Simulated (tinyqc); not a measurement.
Inside a calculation. Model: Gupta-type many-body potential for a metal. Computed by tinyqc, a small Python program that keeps every step. Command: `OMP_NUM_THREADS=1 python tinyqc.py 3028156 3028157 out.jsonl gupta walk`. One thread of a shared host (Intel(R) Xeon(R) Processor @ 2.30GHz), about 0.01 s of CPU time with the checks. Intermediate numbers are printed to about 7 digits and carried at full precision; extremes and crossings named in words are read from the listed rows.

E_i = sum_j A exp(-p (r_ij/r0 - 1)) - xi rho_i^gamma, with rho_i = sum_j exp(-2 q (r_ij/r0 - 1)); gamma = 1/2 is the tight-binding second-moment form. The crystal is fcc unless stated; d is the neighbour distance and a fixed number of shells is kept.

Inputs (values chosen for the exercise, modelled on gold):

| quantity | value | unit |
|---|---|---|
| repulsion A | 0.206 | eV |
| hopping xi | 1.76 | eV |
| decay p | 10.1 | - |
| decay q | 3.96 | - |
| reference distance r0 | 2.884 | angstrom |
| shells kept | 1 | - |
| embedding exponent gamma | 0.5 | - |

Surface: (100).

Constants: 1 eV/angstrom^3 = 160.2176634 GPa; 1 eV/angstrom^2 = 16.02176634 J/m^2.

## Equilibrium of the fcc crystal

fcc shells: d sqrt(k), k = 1..5, with 12, 6, 24, 12, 24 atoms; Omega = d^3/sqrt2. Equilibrium: dE/dd = 0; B = d^2 E''(d)/(9 Omega).

neighbour distance d = 2.899760 angstrom

lattice constant = 4.100879 angstrom

cohesive energy E_c = 3.627041 eV

bulk modulus B = 151.4256 GPa

## Shell terms at equilibrium

Repulsion and density of one neighbour in each shell, and their sums.

Shells:

| shell | count | r (angstrom) | repulsion (eV) | density |
|---|---|---|---|---|
| 1 | 12 | 2.899760 | 0.1949387 | 0.9576446 |

repulsive energy = 2.339264 eV

density rho = 11.49174

The band term is -xi rho^gamma = -5.9663 eV; with the repulsion it gives -E_c.

## Unrelaxed vacancy

Each neighbour j of the vacancy loses one repulsive term and one density term: E_v = sum_shells count x {-repulsion - xi [(rho - density)^gamma - rho^gamma]}. (The removed atom returns to a bulk-like site, so its own energy cancels.)

vacancy energy E_v = 0.7087702 eV

ratio E_v/E_c, E_c = xi rho^gamma less the repulsive energy = 0.1954128

A pair potential gives E_v = E_c; here the ratio is 0.20, as the remaining bonds of the neighbours strengthen when one is lost.

## Elastic constants

Second derivatives of E/Omega at equilibrium under homogeneous strain: e_xx = h gives C11; e_xx = -e_yy = h gives 2 (C11 - C12); e_xy = e_yx = h/2 gives C44.

C11 = 178.3074 GPa

C12 = 137.9848 GPa

C44 = 40.32263 GPa

Cauchy pressure C12 - C44 = 97.66214 GPa

C12/C44 = 3.42; pair forces would give 1. The excess comes from the curvature of the embedding term.

## The (100) surface

Cut the crystal without relaxation; an atom in layer l keeps the neighbours that lie below the surface plane. Excess = E_i + E_c. Surface energy = sum of excesses over the layers, divided by the area per surface atom: (sqrt3/2) d^2 for (111), d^2 for (100), sqrt2 d^2 for (110).

Layers:

| layer | nearest neighbours | repulsion (eV) | rho | excess (eV) |
|---|---|---|---|---|
| 1 | 8 | 1.559510 | 7.661157 | 0.3150827 |

excess per surface atom = 0.3150827 eV

surface energy = 0.6003589 J/m^2

## Three surfaces against bond counting

Bond counting with pair bonds charges E_c/12 for each missing nearest neighbour: 3, 4 and 6 per surface cell.

Surfaces:

| face | missing bonds | excess (eV) | bond counting (eV) | ratio | surface energy (J/m^2) |
|---|---|---|---|---|---|
| (111) | 3 | 0.2145173 | 0.906760 | 0.2365755 | 0.4719740 |
| (100) | 4 | 0.3150827 | 1.209014 | 0.2606113 | 0.6003589 |
| (110) | 6 | 0.4938351 | 1.813521 | 0.2723074 | 0.6653549 |

The order of surface energies is (111) < (100) < (110), with (110)/(111) = 1.410 against 1.225 from counting first-neighbour bonds. The excess is 0.24 to 0.27 of the bond-counting value: atoms with fewer neighbours have stronger bonds. Caution: relaxation, left out here, lowers surface energies. Caution: fitted second-moment potentials usually give surface energies well below measured ones.

## Energy against coordination

Nearest neighbours only, z equal bonds relaxed to their best length: r/r0 = 1 + ln[A p z^(1 - gamma)/(2 q gamma xi)]/(p - 2 q gamma), E = z A exp(-p (r/r0 - 1)) - xi [z exp(-2 q (r/r0 - 1))]^gamma.

Relaxed bonds:

| z | r (angstrom) | E per atom (eV) | E/z (eV) |
|---|---|---|---|
| 1 | 2.316171 | -2.333305 | -2.333305 |
| 2 | 2.478959 | -2.638831 | -1.319416 |
| 3 | 2.574184 | -2.835777 | -0.945259 |
| 4 | 2.641747 | -2.984364 | -0.746091 |
| 6 | 2.736972 | -3.207098 | -0.534516 |
| 8 | 2.804535 | -3.375141 | -0.421893 |
| 9 | 2.832196 | -3.446456 | -0.382940 |
| 12 | 2.899760 | -3.627041 | -0.302253 |

Bonds lengthen from 2.316 to 2.900 angstrom between z = 1 and 12, and |E| grows as z^0.178, the exponent gamma (p - 2q)/(p - 2 q gamma) = 0.178; pair bonds would give z^1 at a fixed length.

Checks made by the program: closed form for one shell, E_c = xi rho^gamma (1 - 2 q gamma/p) (relative difference 9e-10); sum of the shell terms (relative difference below 1e-10); (C11 + 2 C12)/3 against B (relative difference 4e-10).
